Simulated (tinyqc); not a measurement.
Inside a calculation. Model: delta-doped HEMT, charge control.

tinyqc, about 0.01 s, one thread, Intel Xeon 2.30GHz (shared host): `OMP_NUM_THREADS=1 python tinyqc.py 2180161 2180162 out.jsonl` Printed values are rounded.

A two-dimensional electron gas of density ns under a barrier. EF and the subbands are counted from the conduction-band edge of the channel at the interface. Two subbands of a triangular well with an infinite wall, parabolic band, no carriers in the barrier.

Parameters, values chosen for the exercise; material values close to those of InGaP on GaAs:
```
symbol,value,unit,meaning
T,77,K,temperature
d,22,nm,barrier thickness from gate to channel
ds,6.8,nm,undoped spacer next to the channel
me,0.066,m0,electron mass in the channel
ec,12.6,,relative permittivity of the channel
ebr,12,,relative permittivity of the barrier
phiB,0.955,eV,barrier height of the gate
dEc,0.126,eV,conduction-band offset
ND,2e12,cm^-2,sheet density of the donor plane at ds from the channel
eta,0.6,,share of ns that counts in the confining field
Nb,5.7e10,cm^-2,depletion charge of the buffer
Vg,0.64,V,gate voltage
```

Constants: q = 1.602176634e-19 C, kB = 1.380649e-23 J/K, hbar = 1.054571817e-34 J s, m0 = 9.1093837015e-31 kg, Vt = kB T/q, eps0 = 8.8541878128e-14 F/cm where lengths are in cm, hbar^2/(2 m0) = 0.0380998212 eV nm^2. Results are converted to the units shown.

Range of the model: The band minimum in the barrier comes within 3 Vt of EF or below it, so the barrier is not fully depleted.

## Barrier and off voltage

Fully depleted barrier with eb = ebr: Vp = q ND (d - ds)/(eps0 eb); donors per area ND; Voff = phiB - dEc - Vp.

Vp = 0.458410 V
donors per area = 2e12 cm^-2
eb = 12
Voff = 0.370590 V

## Starting value

ns = 4.9e11 cm^-2, about 0.6 of eps0 eb (Vg - Voff)/(q d).

ns at the start = 4.9e11 cm^-2

## Iteration 1: new ns

F = q (eta ns + Nb)/(eps0 ec) in eV/nm; E_k = a_k (C F^2/me)^(1/3), a_0 = 2.338107, a_1 = 4.087949, C = hbar^2/(2 m0); D = me m0 q/(pi hbar^2); ns = D Vt [ln(1 + exp((EF - E_0)/Vt)) + ln(1 + exp((EF - E_1)/Vt))], which gives EF = E_0 + Vt ln{2 s/[(1 + u) + sqrt((1 + u)^2 + 4 u s)]} with s = exp(ns/(D Vt)) - 1, u = exp((E_0 - E_1)/Vt). Substitution: ns(new) = eps0 eb (Vg - Voff - EF)/(q d) - Nb.

E_0 = 0.0572343 eV
E_1 = 0.100068 eV
EF = 0.0743879 eV
ns after iteration 1 = 5.30869e11 cm^-2

## Iteration 2: new ns

As before.

E_0 = 0.0598698 eV
E_1 = 0.104676 eV
EF = 0.0786132 eV
ns after iteration 2 = 5.18132e11 cm^-2

## Course of the iteration

Stop when the step is below 1e-10 of the value, or after 30 iterations.

Course of the iteration:

| iteration | ns before the step (cm^-2) | step (cm^-2) |
|---|---|---|
| 1 | 4.9e11 | 4.09e10 |
| 2 | 5.30869e11 | -1.27e10 |
| 3 | 5.18132e11 | 3.94e9 |
| 4 | 5.22075e11 | -1.22e9 |
| 5 | 5.20852e11 | 3.79e8 |
| 6 | 5.21231e11 | -1.18e8 |
| 7 | 5.21113e11 | 3.64e7 |
| 8 | 5.21150e11 | -1.13e7 |
| 9 | 5.21139e11 | 3.50e6 |
| 10 | 5.21142e11 | -1.09e6 |
| 11 | 5.21141e11 | 3.37e5 |
| 12 | 5.21141e11 | -1.04e5 |
| 13 | 5.21141e11 | 3.23e4 |
| 14 | 5.21141e11 | -1.00e4 |
| 15 | 5.21141e11 | 3110 |
| 16 | 5.21141e11 | -964 |
| 17 | 5.21141e11 | 299 |
| 18 | 5.21141e11 | -92.6 |
| 19 | 5.21141e11 | 28.7 |

Converged in 19 iterations. At the solution the slope of the map is -(eps0 eb/(q d)) dEF/dns = -0.31: the steps alternate in sign and shrink by about that factor.

## Fermi level, second subband and capacitance

converged ns = 5.21141e11 cm^-2

F = q (eta ns + Nb)/(eps0 ec) in eV/nm; E_k = a_k (C F^2/me)^(1/3), a_0 = 2.338107, a_1 = 4.087949, C = hbar^2/(2 m0); D = me m0 q/(pi hbar^2); ns = D Vt [ln(1 + exp((EF - E_0)/Vt)) + ln(1 + exp((EF - E_1)/Vt))], which gives EF = E_0 + Vt ln{2 s/[(1 + u) + sqrt((1 + u)^2 + 4 u s)]} with s = exp(ns/(D Vt)) - 1, u = exp((E_0 - E_1)/Vt). Gate capacitance C = q dns/dVg = eps0 eb/(d + dd), dd = (eps0 eb/q) dEF/dns. dEF/dns by central differences over +/- 0.01 % of ns.

EF = 0.0776150 eV
share of the second subband = 0.693447 %
dd = 6.82039 nm
C = 0.368664 uF/cm^2

The rise of EF with ns acts as 6.82 nm of extra barrier, 31.0 % of d. EF is 0.62 of the band offset dEc.
